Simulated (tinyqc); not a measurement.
Grain growth, pinning, strength and diffusional creep of a polycrystal or thin film: one step, computed by the program tinyqc.

One mean grain size d describes the structure.

Problem. Yield stress. Hall-Petch term k_y/sqrt(d). Orowan term 3.06 x 0.4 G b ln(2 rbar/b)/(pi lambda sqrt(1 - nu)) with nu = 1/3, rbar = sqrt(2/3) r, lambda = rbar (sqrt(pi/f) - 2). Film term (threading dislocation, matched substrate, the geometry of an fcc (111) film taken for all cases): 3.464 G b ln(2 h/b)/(4 pi (1 - nu) h). The terms are added to sigma_0.

Inputs (values chosen for the exercise, modelled on aluminium):

| quantity | value | unit |
|---|---|---|
| shear modulus G | 25.5 | GPa |
| Burgers vector b | 2.863 | angstrom |
| anneal temperature T | 388 | K |
| particle volume fraction f | 0.0029 | - |
| particle radius r | 1.6 | nm |
| film thickness h | 670 | nm |
| friction stress sigma_0 | 17 | MPa |
| Hall-Petch slope k_y | 0.051 | MPa m^0.5 |

Sample: thin film on a substrate.

grain size d = 96.80173 nm

Give: Hall-Petch term; Orowan term; film term; yield stress.

Solution.

Hall-Petch term = 163.9 MPa

Orowan term = 190.7 MPa

film term = 38.08 MPa

yield stress = 409.7 MPa

Caution: the grains are smaller than the film is thick, so they are not columnar, and the groove drag and film term are overstated.
